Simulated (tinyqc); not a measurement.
Exchange-only LDA atom on a uniform radial grid, spin-unpolarised, for Li+, step by step. Computed by tinyqc, a small Python program that keeps every step. Settings: Z = 3, points = 128, R = 6.3, functional = Slater exchange alone, mixing = 0.2, iteration cap = 77. Command: `OMP_NUM_THREADS=1 python tinyqc.py 29654 29655 out.jsonl` (the two numbers bound the seeds that draw the settings). One thread of a shared host (Intel(R) Xeon(R) Processor @ 2.60GHz), about 0.2 s of CPU time with the checks. Later iterations appear only in the table of the cycle.

## Iteration 1

Spherical atom on a uniform radial grid r_j = j h with h = R/(N + 1), h sum u^2 = 1 and integrals as h times sums, u(0) = u(R) = 0 (atomic units):
```
parameter           value
Z                       3
points N              128
R                6.300000
h                0.048837
mixing           0.200000
electrons in 1s         2
```

Three-point differences turn -u''/2 + [l(l+1)/2r^2 - Z/r + V] u = e u into a tridiagonal matrix (diagonal 1/h^2 + potential, off-diagonal -1/2h^2). D = sum f u^2; the Hartree potential y/r solves y'' = -D/r with y(0) = 0, y(R) = N_e; v_xc comes from rho = D/(4 pi r^2); E = sum f e - int D V + int D (V_H/2 + eps_xc); V(new) = V + mixing (V_H + v_xc - V).

eigenvalues (hartree): 1s -4.4761

Every 8th grid point:
```
r         V in     u(1s)         D     V_H       v_xc
0.3907  0.0000    1.2561    3.1555  4.0497    -1.1625
0.7814  0.0000    0.7813    1.2209  2.4800    -0.5336
1.1721  0.0000    0.3645    0.2657  1.6994    -0.2449
1.5628  0.0000    0.1511    0.0457  1.2791    -0.1124
1.9535  0.0000    0.0588    0.0069  1.0238    -0.0516
2.3442  0.0000    0.0219    0.0010  0.8532    -0.0237
2.7349  0.0000    0.0080  1.27e-04  0.7313    -0.0109
3.1256  0.0000    0.0028  1.60e-05  0.6399    -0.0050
3.5163  0.0000    0.0010  1.96e-06  0.5688    -0.0023
3.9070  0.0000  3.42e-04  2.34e-07  0.5119    -0.0011
4.2977  0.0000  1.17e-04  2.74e-08  0.4654  -4.83e-04
4.6884  0.0000  3.97e-05  3.15e-09  0.4266  -2.22e-04
5.0791  0.0000  1.34e-05  3.57e-10  0.3938  -1.02e-04
5.4698  0.0000  4.44e-06  3.94e-11  0.3656  -4.64e-05
5.8605  0.0000  1.37e-06         0  0.3413  -2.02e-05
6.2512  0.0000  1.19e-07         0  0.3199     0.0000
```

total energy = -6.812748 hartree

## Iteration 2

As before.

eigenvalues (hartree): 1s -3.9445

Every 8th grid point:
```
r         V in     u(1s)         D     V_H       v_xc
0.3907  0.5774    1.2396    3.0730  3.9902    -1.1523
0.7814  0.3893    0.7983    1.2746  2.4683    -0.5413
1.1721  0.2909    0.3897    0.3038  1.6976    -0.2561
1.5628  0.2333    0.1701    0.0578  1.2789    -0.1216
1.9535  0.1944    0.0698    0.0098  1.0237    -0.0579
2.3442  0.1659    0.0276    0.0015  0.8532    -0.0276
2.7349  0.1441    0.0106  2.26e-04  0.7313    -0.0132
3.1256  0.1270    0.0040  3.22e-05  0.6399    -0.0063
3.5163  0.1133    0.0015  4.46e-06  0.5688    -0.0030
3.9070  0.1022    0.0005  6.05e-07  0.5119    -0.0014
4.2977  0.0930  2.00e-04  8.04e-08  0.4654    -0.0007
4.6884  0.0853  7.25e-05  1.05e-08  0.4266  -3.31e-04
5.0791  0.0787  2.60e-05  1.36e-09  0.3938  -1.59e-04
5.4698  0.0731  9.22e-06  1.70e-10  0.3656  -7.56e-05
5.8605  0.0682  3.00e-06  1.80e-11  0.3413  -3.41e-05
6.2512  0.0640  2.69e-07         0  0.3199     0.0000
```

total energy = -6.869001 hartree

## Convergence

Stop when input and output potentials agree to 1e-7.

Course of the cycle (hartree):
```
iteration          E    e(1s)  largest |V(out) - V(in)|
1          -6.812748  -4.4761                  3.66e+00
2          -6.869001  -3.9445                  2.83e+00
3          -6.905455  -3.5331                  2.18e+00
4          -6.928614  -3.2144                  1.67e+00
5          -6.943064  -2.9675                  1.28e+00
6          -6.951937  -2.7760                  9.84e-01
7          -6.957312  -2.6275                  7.53e-01
8          -6.960530  -2.5121                  5.77e-01
9          -6.962438  -2.4225                  4.43e-01
10         -6.963561  -2.3527                  3.39e-01
11         -6.964217  -2.2985                  2.60e-01
...              ...      ...                       ...
65         -6.965126  -2.1049                  7.85e-07
66         -6.965126  -2.1049                  6.27e-07
67         -6.965126  -2.1049                  5.00e-07
68         -6.965126  -2.1049                  3.99e-07
69         -6.965126  -2.1049                  3.18e-07
70         -6.965126  -2.1049                  2.54e-07
71         -6.965126  -2.1049                  2.03e-07
72         -6.965126  -2.1049                  1.62e-07
73         -6.965126  -2.1049                  1.29e-07
74         -6.965126  -2.1049                  1.03e-07
75         -6.965126  -2.1049                  8.23e-08
```

Converged in 75 iterations. A uniform grid resolves the cusp poorly: for a bare nucleus this grid gives 1s at -4.47611 against -Z^2/2 = -4.5 hartree. Before convergence this energy mixes input and output and is not variational, so it may rise towards its limit.
